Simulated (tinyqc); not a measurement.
Inside a calculation. Method: coherent transport through a tight-binding region between two chains. One step of it, computed by the program tinyqc.

Task: Transmission at E = 0.3 eV. Surface Green function g = (E - i sqrt(4 t^2 - E^2)) / (2 t^2); self-energy tc^2 g on each contact site; G = (E - H - Sigma)^(-1); Gamma = -2 Im Sigma; T = Gamma_L Gamma_R |G_LR|^2; local density of states -Im G_ii / pi.

H of the central region (eV), lower triangle:
```
,1,2,3,4,5,6
1,-0.800000
2,-1.290000,0.440000
3,0.000000,-1.750000,0.880000
4,0.000000,0.000000,-1.290000,-0.210000
5,0.000000,0.000000,0.000000,-1.840000,-0.980000
6,0.000000,0.000000,0.000000,0.000000,-1.290000,-0.420000
```

Leads: semi-infinite chains with site energy 0:
```
parameter,value
lead hopping t (eV),1.050000
coupling to the left lead (eV),1.180000
coupling to the right lead (eV),0.310000
left contact site,1
right contact site,6
```

E = 0.300000 eV

Give: g; G; local density of states; transmission.

Result:

g = 0.1361-0.9426i 1/eV

G (1/eV), lower triangle:
```
,1,2,3,4,5,6
1,0.1630-0.6872i
2,-0.0390+0.3192i,0.3524-0.1856i
3,-0.1233+0.5321i,0.6284-0.2502i,0.1411-0.4123i
4,-0.0025-0.1938i,-0.1955+0.1393i,-0.0138+0.1540i,0.2590-0.1198i
5,0.0871-0.3193i,-0.3864+0.1368i,-0.0951+0.2463i,0.4814-0.0748i,-0.0667-0.1520i
6,-0.0829+0.5933i,0.6622-0.3344i,0.1141-0.4641i,-0.8470+0.2450i,0.1548+0.2575i,1.0546-0.6050i
```

local density of states (1/eV): 0.2187  0.0591  0.1312  0.0381  0.0484  0.1926

transmission = 0.1707
